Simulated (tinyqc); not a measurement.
Longitudinal sound in a periodic multilayer: transfer matrices, stop bands and folded phonons. Changing the density rho_2. Computed by tinyqc, a small Python program. Command: `OMP_NUM_THREADS=1 python tinyqc.py 3012381 3012382 out.jsonl multilayer sweep`. One thread of a shared host (Intel(R) Xeon(R) Processor @ 2.30GHz), about 0.01 s of CPU time with the checks.

Layers 1 and 2 repeat with period d = d_1 + d_2; waves travel normal to the layers, without loss. State vector (u, s): displacement u and stress divided by omega. Impedances Z = rho v are in 1e6 kg/(m^2 s).

Inputs (values chosen for the exercise, modelled on silica (layer 1), titanium nitride (layer 2) and silica (substrate)): density rho_1 = 2.2 g/cm^3; velocity v_1 = 5910 m/s; thickness d_1 = 509 nm; velocity v_2 = 10200 m/s; thickness d_2 = 697 nm; substrate density = 2.23 g/cm^3; substrate velocity = 5860 m/s; periods N = 20.

Method:
- Z = rho v; interface reflection r = (Z_2 - Z_1)/(Z_2 + Z_1) (stress amplitude, from 1 into 2); Bragg frequency f_B = 1/[2 (d_1/v_1 + d_2/v_2)]; long-wave velocity v_eff = d/sqrt[(d_1/v_1)^2 + (d_2/v_2)^2 + (Z_1/Z_2 + Z_2/Z_1)(d_1/v_1)(d_2/v_2)].
- A layer maps (u, s) by [[cos p, sin p/Z], [-Z sin p, cos p]], p = 2 pi f d_i/v_i; one period is M = M_2 M_1, and cos(q d) = trace(M)/2.
- For N periods A = M^N. A wave comes from a thick layer of material 1 and leaves into the substrate (Z_s): transmitted power T = 4 Z_1 Z_s/|Z_1 A_22 + Z_s A_11 - i (Z_1 Z_s A_12 - A_21)|^2, reflected power R = 1 - T.
- Gap m contains m f_B; its edges, where trace(M)/2 = (-1)^m, are found by root search. Weak-contrast estimate of the width: (4 f_B/pi) |r sin(m pi a)|, a = (d_1/v_1)/(d_1/v_1 + d_2/v_2).

One run for each value; columns: (1) density rho_2 (g/cm^3); (2) width/f_B (%); (3) transmitted power at f_B; (4) interface reflection r; (5) long-wave velocity v_eff (m/s):
```
(1)       (2)         (3)      (4)     (5)
1.40     5.87  9.5607e-02  0.04684  7799.5
1.97    27.03  1.4552e-07  0.21429  7628.9
2.78    47.56  1.8523e-13  0.37125  7256.6
3.90    66.41  2.9025e-19  0.50733  6740.0
5.49    83.75  3.8619e-25  0.62313  6122.5
7.73    99.20  4.9487e-31  0.71688  5462.3
10.90  112.74  5.8266e-37  0.79060  4801.0
15.30  124.21  8.0457e-43  0.84619  4180.6
```

Describe and explain the trends.

Over the rows, width/f_B (%) rises from 5.87 to 124 (exponent d ln y / d ln x 4.5 between the first rows and 0.29 between the last); transmitted power at f_B falls from 0.0956 to 8.05e-43 (exponent d ln y / d ln x about -40 throughout); interface reflection r rises from 0.0468 to 0.846 (exponent d ln y / d ln x 4.5 between the first rows and 0.20 between the last). Contrast widens the gap and deepens it; it also slows long waves, since the soft layer sets the stiffness and the heavy one the mass.

Caution (rows 1.97, 2.78, 3.90, 5.49, 7.73, 10.9, 15.3): so small a transmitted power at f_B holds only for perfect layers and strictly normal incidence.
